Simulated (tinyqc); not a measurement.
# From one set of inputs to another, one input at a time

Model: decay of LO phonons and the hot-phonon bottleneck in the cooling of electrons. Computed by tinyqc, a small Python program. Command: `OMP_NUM_THREADS=1 python tinyqc.py 3009075 3009076 out.jsonl hotphonon ladder`. One thread of a shared host (Intel(R) Xeon(R) Processor @ 2.30GHz), about 0.01 s of CPU time with the checks.

n(E, T) = 1/(exp(E/(k_B T)) - 1) is the Bose occupation. Electrons have a temperature T_e; the LO modes within their reach share one occupation N; the decay products stay at the lattice temperature.

The inputs printed are set A. Set A is modelled on aluminium nitride; the values taken over come from a set modelled on gallium oxide. Inputs not listed in the table keep their values of set A, so the rows need not describe a real material.

Inputs (values chosen for the exercise, modelled on aluminium nitride): LO energy hbar omega = 110 meV; lifetime at T = 0, tau_0 = 1.3 ps; lattice temperature T = 300 K; electron mass m* = 0.312 m_0; eps_inf = 4.64; static dielectric constant eps_s = 8.61; electron density n = 6.7e+18 1/cm^3; density of LO modes that the electrons reach, N_m = 4.1e+18 1/cm^3; power supplied per electron P = 20 nW.

Decay channel: two equal phonons (Klemens).

Constants: k_B = 8.617333262e-05 eV/K; c = 299792458 m/s; e^2/(4 pi eps_0) = 14.39964548 eV angstrom; hbar^2/(2 m_0) = 3.80998212 eV angstrom^2; hbar = 6.582119569e-16 eV s; e = 1.602176634e-19 C.

Method:
- Decay rate 1/tau = (1/tau_0) [1 + 2 n(hbar omega/2)].
- Full width Gamma = 1/(2 pi c tau) in 1/cm, c in cm/s.
- Froehlich coupling alpha = (e^2/(4 pi eps_0)) (1/eps_inf - 1/eps_s) k_0/(2 hbar omega), k_0 = sqrt(m* hbar omega/(hbar^2/(2 m_0))); emission time tau_sp = hbar/(2 alpha hbar omega); bottleneck ratio r = (n/N_m) tau/tau_sp.
- Net emission per electron: [(N + 1) x - N]/tau_sp with x = exp(-hbar omega/(k_B T_e)), a simple two-level balance; steady state of the modes: n [(N + 1) x - N]/tau_sp = N_m (N - N_0)/tau; power per electron P = hbar omega [(N + 1) x - N]/tau_sp.
- With p = P tau_sp/(hbar omega): N = N_0 + r p and x = (p + N)/(N + 1); without hot phonons N = N_0. The mode temperature T_LO solves n(hbar omega, T_LO) = N.

Each row keeps all changes above it:
```
input moved                                                    from       to  electron temperature T_e (K)  mode temperature T_LO (K)  bottleneck ratio r
set A                                                             -        -                          3055                       3034               345.0
LO energy hbar omega (meV)                                      110     44.2                          1638                       1597               112.0
electron mass m* (m_0)                                        0.312    0.275                          1641                       1597               105.2
eps_inf                                                        4.64     3.65                          1624                       1597               167.0
lattice temperature T (K)                                       300      500                          1322                       1299               104.0
electron density n (1/cm^3)                                 6.7e+18  1.1e+19                          1830                       1799               170.7
density of LO modes that the electrons reach, N_m (1/cm^3)  4.1e+18  4.4e+19                           641                        627                15.9
static dielectric constant eps_s                               8.61     10.3                           639                        627                17.8
```

Where does the difference come from?

Electron temperature T_e goes from 3060 to 639, a factor 0.209 in all. The largest single move comes from density of LO modes that the electrons reach, N_m (a factor 0.350), and electron density n works against it (a factor 1.38). Mode temperature T_LO goes from 3030 to 627, a factor 0.207 in all. The largest single move comes from density of LO modes that the electrons reach, N_m (a factor 0.348), and electron density n works against it (a factor 1.39). Bottleneck ratio r goes from 345 to 17.8, a factor 0.0517 in all. The largest single move comes from density of LO modes that the electrons reach, N_m (a factor 0.0932), and electron density n works against it (a factor 1.64). The single moves hold for this order of the switches; the total does not depend on the order.

Caution (all rows): alpha is above 1/2, so hbar/tau_sp exceeds hbar omega and the emission time, a weak-coupling result, is only rough. Caution (rows set A, LO energy hbar omega, electron mass m*, eps_inf, lattice temperature T, electron density n): at such T_e upper valleys, non-parabolic bands or other phonons can take part.

Extremes, crossings and ranges named in words are read from the listed rows.
